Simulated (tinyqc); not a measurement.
Inside a calculation: linear model of a band gap against the share of exact exchange. Values are carried at full precision from step to step, so a last printed digit may differ when a step is redone from the rounded ones.

E(alpha) = E0 + S alpha. A wider gap screens less, modelled in the Penn form eps(alpha) = 1 + (e0 - 1)(EP/(EP + S alpha))^2 with a scale EP chosen for the exercise. A dielectric-dependent hybrid takes alpha = 1/eps.

Parameters, chosen for this exercise (of the order of those of diamond; not measured data): E0 = 4.25 eV (gap of the semi-local functional); S = 7.79 eV (slope dE/d(alpha)); e0 = 5.99 (optical dielectric constant at alpha = 0); EP = 26.8 eV (energy scale of the screening); Et = 5.54 eV (target gap); a_start = 0.25 (starting alpha); fv = 0.46 (share of the opening taken by the valence edge); Ed = 2.76 eV (defect level above the semi-local valence top); cd = 0 (shift of the level per unit opening, on the scale of the mean potential).

## Fixed shares

Gap, error against the target and eps for alpha = 0, 0.25 and 1/e0; and the alpha that meets the target, (Et - E0)/S.

Results:

| alpha | E (eV) | E - Et (eV) | eps |
|---|---|---|---|
| 0.0000 | 4.250 | -1.290 | 5.990 |
| 0.2500 | 6.197 | 0.657 | 5.337 |
| 0.1669 | 5.551 | 0.011 | 5.539 |

alpha for the target = 0.1656

A quarter of exact exchange overshoots the target by 0.66 eV: the material needs 0.166, and 1/e0 = 0.167 lies closer to it than 0.25 does.

## Self-consistent share

Iterate alpha -> 1/eps(alpha) seven times from a_start. The fixed point solves alpha eps(alpha) = 1; the contraction factor there is 2 (eps - 1) S/((EP + S alpha) eps^2).

Iterates:

| step | alpha | eps | E (eV) |
|---|---|---|---|
| 0 | 0.25000 | 5.3368 | 6.1975 |
| 1 | 0.18738 | 5.4878 | 5.7097 |
| 2 | 0.18222 | 5.5006 | 5.6695 |
| 3 | 0.18180 | 5.5017 | 5.6662 |
| 4 | 0.18176 | 5.5017 | 5.6659 |
| 5 | 0.18176 | 5.5018 | 5.6659 |
| 6 | 0.18176 | 5.5018 | 5.6659 |
| 7 | 0.18176 | 5.5018 | 5.6659 |

fixed point = 0.18176
contraction factor = 0.0821

The factor is positive, so the iterates approach from one side, the error shrinking to 0.08 of itself each step; the gap is within 0.01 eV of its limit from step 2. Self-consistency moves the gap by +0.115 eV against the one-shot choice 1/e0, since a wider gap screens less.

## Band edges and a deep level

The opening c = S alpha lowers the valence top by fv c and raises the conduction edge by (1 - fv) c, both against the mean potential; the level moves by cd c. Use the fixed point. Compare with stretching the level in proportion to the gap and with pinning it to either edge.

opening c = 1.416 eV

shifts of the valence and conduction edges (eV): -0.651  0.765

level above the valence top = 3.411 eV
level below the conduction edge = 2.255 eV

level above the valence top: stretched, tied to the valence edge, tied to the conduction edge (eV): 3.680  2.760  4.176

The three recipes err by +0.27, -0.65 and +0.76 eV against alignment through the mean potential. A localised level with cd = 0 stays put while the edges move away from it.

## Checks

- Fixed point by bisection against 60 substitutions: both 0.18176.

Program tinyqc; command `OMP_NUM_THREADS=1 python tinyqc.py 1850947 1850948 out.jsonl`; about 0.01 s on one thread of a shared Intel(R) Xeon(R) Processor @ 2.30GHz.
